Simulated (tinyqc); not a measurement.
Transmission against field: band-to-band tunnelling across a p-n junction in a two-band chain.

Sites alternate A at -Eg/2 and C at +Eg/2 with hopping -t; near the edges, with k counted from the zone boundary pi/a, E^2 = (Eg/2)^2 + (t a k)^2, so t = sqrt(c Eg/m)/a gives the mass m, c = hbar^2/2m0. In the gap cosh(q a) = 1 + (Eg^2/4 - e^2)/(2 t^2), e the energy from the local mid-gap. The potential is V0 = Eg + ov on the p side (left), 0 on the n side, and falls linearly over the 2N sites of the junction, V_j = V0 (1 - j/(2N + 1)), j = 1 to 2N, site 1 being A. E = Eg/2 + x ov. A half chain that ends on a site of level e1 with neighbour e2 has g = (1 + z)/(E - e1), z = exp(-/+ i k a) the root with Im g < 0, cos(k a) = (E - e1)(E - e2)/(2 t^2) - 1. S_L = t^2 g (ending on C, shifted by V0), S_R = t^2 g (starting on A). T = 4 Im(S_L) Im(S_R) |G_(1,2N)|^2.

Constants: hbar^2/2m0 = 3.80998211 eV angstrom^2.

Values chosen for the exercise (gap and mass near those of GaSb; shifted at random, so the results belong to these values and not to a real crystal): Eg = 0.749 eV (gap); m = 0.0412 m0 (mass of electron and light hole); a = 4 angstrom (period (two sites)); ov = 0.17 eV (overlap: top of the valence band on the p side above the conduction edge on the n side); x = 0.65 (energy above the n-side conduction edge, as a share of ov).

N is varied at fixed V0 and E. WKB: exp(-2 I/F) with I = pi Eg^2/(8 t a), F = V0/((2N + 1) a/2); this is the Landau-Zener result for a uniform field.

Against N:
```
N   F (MV/cm)  exponent  T, chain    T, WKB  ratio
5       4.177     1.267     0.234     0.282  0.831
8       2.703     1.959     0.158     0.141  1.119
12      1.838     2.880    0.0795    0.0561  1.416
18      1.242     4.263    0.0234    0.0141  1.662
26      0.867     6.106   0.00392   0.00223  1.759
38      0.597     8.872  0.000240  0.000140  1.710
55      0.414    12.789  4.32e-06  2.79e-06  1.548
80      0.285    18.550  1.17e-08  8.79e-09  1.332
```

What can be read from this table?

T falls from 0.234 at 4.18 to 1.17e-08 at 0.29 MV/cm. ln T against 1/F has slope -5.431 MV/cm between the rows N = 38 and 80, against -2I = -5.294. The ratio to WKB stays between 0.83 (N = 5) and 1.76 (N = 26): the exponent decides, and the ratio holds the reflections where the field begins and ends and the lattice correction to q, which scales the exponent and so grows with N.

Program tinyqc; command `OMP_NUM_THREADS=1 python tinyqc.py 1450973 1450974 out.jsonl`; about 0.01 s on one thread of a shared Intel(R) Xeon(R) Processor @ 2.30GHz.
